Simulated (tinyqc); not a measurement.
Comparisons within one model: k.p theory built from an empirical-pseudopotential calculation at Gamma. A value that a table varies takes the place of the one given here.

Empirical pseudopotential on the fcc lattice, atoms at +/- tau, tau = a (1,1,1)/8, no spin-orbit coupling. H(G,G') = c (2 pi/a)^2 |k + G|^2 delta + VS(q) cos(q.tau) + i VA(q) sin(q.tau), q = G - G', c = hbar^2/2m0; k and G in units of 2 pi/a; VS at |q|^2 = 3, 8, 11 and VA at 3, 4, 11, in rydberg, zero elsewhere. The basis is fixed: all 113 G with |G|^2 up to Gcut. Energies are counted from the fourth level at Gamma.

k.p in the lowest n states at Gamma: H_nm = (E_n + c k^2) delta + 2 c k.<n|G|m>, k in 1/angstrom; with all states of the basis it is exact.

Empirical pseudopotential on the fcc lattice, atoms at +/- tau, tau = a (1,1,1)/8, no spin-orbit coupling. H(G,G') = c (2 pi/a)^2 |k + G|^2 delta + VS(q) cos(q.tau) + i VA(q) sin(q.tau), q = G - G', c = hbar^2/2m0; k and G in units of 2 pi/a; VS at |q|^2 = 3, 8, 11 and VA at 3, 4, 11, in rydberg, zero elsewhere. The basis holds all G with |G|^2 up to a cut-off. Energies are counted from the fourth level at Gamma.

For a multiplet A of d_A states, W(B) = (4 c/(3 d_A)) sum over n in A, m in B and i = x, y, z of |<n|G_i|m>|^2 (G in 1/angstrom, <n|G_i|m> = sum_G c_n(G)* G_i c_m(G)); the mean inverse mass of A is 1 + sum_B W(B)/(E_A - E_B). Multiplets with W = 0 are left out.

Valence parameters: D(u) = c + 4 c^2 sum_m <n|u.G|m><m|u.G|n'>/(0 - E_m) on the valence triplet, in units of c, has eigenvalues L, M, M along [100] and (L + 2M + 2N)/3, (L + 2M - N)/3 twice along [111]; g1 = -(L + 2M)/3, g2 = -(L - M)/6, g3 = -N/6.

Constants: hbar^2/2m0 = 3.80998211 eV angstrom^2; Ry = 13.60569312 eV.

Values chosen for the exercise (near those of Si; shifted at random, so the results belong to these values and not to a real crystal):
```
symbol  value                   unit        meaning
a       5.431                   angstrom    lattice constant
VS      (-0.208, 0.038, 0.078)  Ry          symmetric form factors
VA      (0, 0, 0)               Ry          antisymmetric form factors
Gcut    20                      (2 pi/a)^2  largest |G|^2 of the fixed basis
VS3     -0.208                  Ry
VS8     0.038                   Ry
VS11    0.078                   Ry
VA3     0                       Ry
VA4     0                       Ry
VA11    0                       Ry
```

## How many bands a k.p model needs: band 5 from Gamma to X

Band 5 (counted from below) at k = f (1, 0, 0) 2 pi/a; n ends on whole multiplets.

Energies (eV):
```
f,n = 8,n = 15,n = 27,n = 113 (exact)
0.000,3.357,3.357,3.357,3.357
0.125,3.445,3.096,3.093,3.093
0.250,3.710,2.534,2.524,2.522
0.375,4.151,1.941,1.920,1.915
0.500,4.768,1.437,1.403,1.392
0.625,5.561,1.071,1.020,1.003
0.750,6.529,0.867,0.796,0.770
0.875,7.672,0.844,0.745,0.711
1.000,8.989,0.974,0.881,0.833
```

With n = 8 the band stays within 0.05 eV of the exact one at Gamma only (error at X: +8.156 eV). With n = 15 the band stays within 0.05 eV of the exact one up to f = 0.500 (error at X: +0.141 eV). With n = 27 the band stays within 0.05 eV of the exact one over the whole line (error at X: +0.049 eV). A smaller basis can only raise a level. The exact band has its minimum on these points at f = 0.875; n = 8 puts it at f = 0.000.

## Convergence with the plane-wave basis

E_s is the lowest empty singlet, Ep its W to the valence triplet, m its mass.

Results:
```
cut-off,plane waves,E_s (eV),Ep (eV),m (m0),g1,g2,g3
8,27,3.688,21.47,0.1471,4.57,0.45,1.61
11,51,3.773,21.34,0.1508,4.47,0.50,1.53
12,59,3.751,21.33,0.1502,4.61,0.46,1.57
16,65,3.751,21.33,0.1502,4.65,0.45,1.58
19,89,3.732,21.39,0.1492,4.63,0.48,1.58
20,113,3.701,21.43,0.1479,4.62,0.49,1.58
24,137,3.703,21.44,0.1479,4.63,0.48,1.58
```

Against the last row, E_s errs most, by +0.070 eV, at cut-off 11, and by -0.002 eV in the last row but one. Ep varies by 0.7 % over the table and m by 2.5 %: the mass, near E_s/Ep, inherits the errors of both. Local form factors fix the converged values only roughly. The gap is a difference of two levels, so it need not converge steadily, and here it does not.

## What each form factor does (empirical-pseudopotential levels)

Lowest empty singlet and triplet at Gamma and the valence width there (fixed basis); lowest empty level at X = (1,0,0) and L = (1/2,1/2,1/2) from the valence top, these levels and that top with all |k + G|^2 up to 21. Singlet and triplet count orbital degeneracy. VS3 is VS at |q|^2 = 3, and so on. The row for a keeps the form factors fixed, so it is no model of a real expansion, which changes them too. Each row changes one parameter from the base and keeps the others.

Results:
```
case,singlet (eV),triplet (eV),X (eV),L (eV),width (eV)
base,3.701,3.357,0.814,1.746,12.696
a = 5.485 angstrom,3.714,3.383,0.945,1.818,12.390
VS3 = -0.198 Ry,3.763,3.213,0.569,1.654,12.753
VS8 = 0.048 Ry,4.181,3.307,0.898,1.977,12.615
VS11 = 0.088 Ry,4.197,3.596,1.076,2.067,12.511
VA3 = 0.03 Ry,3.736,3.379,0.554,1.741,12.700
VA4 = 0.03 Ry,3.568,3.440,0.362,1.790,12.688
VA11 = 0.03 Ry,3.570,3.317,0.532,1.687,12.707
```

The largest shifts from the base row, up to three for each result and ties (the steps differ in size, so this ranks the rows, not the parameters). singlet (eV): VS11 +0.496, VS8 +0.481, VA4 -0.133. triplet (eV): VS11 +0.239, VS3 -0.144, VA4 +0.083. X (eV): VA4 -0.452, VA11 -0.282, VS11 +0.261, VA3 -0.261. L (eV): VS11 +0.321, VS8 +0.230, VS3 -0.093. width (eV): a -0.306, VS11 -0.186, VS8 -0.082. In a diamond crystal a small VA enters the levels at Gamma and L only in second order, by symmetry, but splits the degenerate pair at X in first order.

Program tinyqc; command `OMP_NUM_THREADS=1 python tinyqc.py 1080064 1080065 out.jsonl`; about 0.6 s on one thread of a shared Intel(R) Xeon(R) Processor @ 2.30GHz.
